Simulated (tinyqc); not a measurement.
Strength against creep resistance: grain growth, pinning, strength and diffusional creep of a polycrystal or thin film. Computed by tinyqc, a small Python program. Command: `OMP_NUM_THREADS=1 python tinyqc.py 3006382 3006383 out.jsonl grain walk`. One thread of a shared host (Intel(R) Xeon(R) Processor @ 2.30GHz), about 0.01 s of CPU time with the checks.

One mean grain size d describes the structure.

Inputs (values chosen for the exercise, for a model solid):
```
quantity,value,unit
atomic volume Omega,16.96,angstrom^3
boundary energy gamma,0.49,J/m^2
mobility prefactor M0,2.1e-07,m^4/(J s)
activation energy of boundary motion Q_m,1.32,eV
anneal temperature T,613,K
anneal time t,25000,s
initial grain size d0,73,nm
particle volume fraction f,0.0028,-
particle radius r,9.8,nm
Hall-Petch slope k_y,0.08,MPa m^0.5
lattice diffusion energy Q_l,1.54,eV
boundary diffusion energy Q_b,0.922,eV
lattice prefactor D0,2.8e-05,m^2/s
boundary prefactor delta D0b,1.3e-15,m^3/s
applied stress sigma,16,MPa
service temperature T_c,370,K
```

Sample: bulk.

Constants: k_B = 8.617333262e-05 eV/K; k_B = 1.380649e-23 J/K.

Method:
- M = M0 exp(-Q_m/(k_B T)). The driving pressure is 2 gamma/d. Zener pinning pressure 3 f gamma/(2 r) stops growth at d_Z = 4 r/(3 f). The limit is d_lim = d_Z.
- dd/dt = 2 M gamma (1/d - 1/d_lim) integrates to 2 M gamma t = d_lim (d0 - d) + d_lim^2 ln[(d_lim - d0)/(d_lim - d)]; without pinning d^2 = d0^2 + 4 M gamma t.
- Nabarro-Herring rate = 14 sigma Omega D_l/(k_B T d^2), D_l = D0 exp(-Q_l/(k_B T)); Coble rate = 14 pi sigma Omega delta D_b/(k_B T d^3), delta D_b = delta D0b exp(-Q_b/(k_B T)); they are equal at d_x = pi delta D_b/D_l.
- Hall-Petch term k_y/sqrt(d).

crossover size d_x = 38170.4 micrometre

At T_c and sigma:
```
d (nm),Hall-Petch term (MPa),Nabarro-Herring (1/s),Coble (1/s),time to 1 % (s)
30,461.88,2.4430e-11,3.1084e-05,3.2171e+02
100,252.98,2.1987e-12,8.3927e-07,1.1915e+04
300,146.06,2.4430e-13,3.1084e-08,3.2171e+05
1000,80.00,2.1987e-14,8.3927e-10,1.1915e+07
3000,46.19,2.4430e-15,3.1084e-11,3.2168e+08
10000,25.30,2.1987e-16,8.3927e-13,1.1912e+10
100000,8.00,2.1987e-18,8.3927e-16,1.1884e+13
```

From 100 micrometre to 30 nm grains the Hall-Petch term grows 58 times, while the time to 1 % strain shrinks by 10.6 decades. Coble creep rules in 7 of the seven rows (d_x is a millimetre or more). Fine grains resist slip but creep fast. The Hall-Petch value at 30 nm is at the edge of that law.

Extremes, crossings and ranges named in words are read from the listed rows.
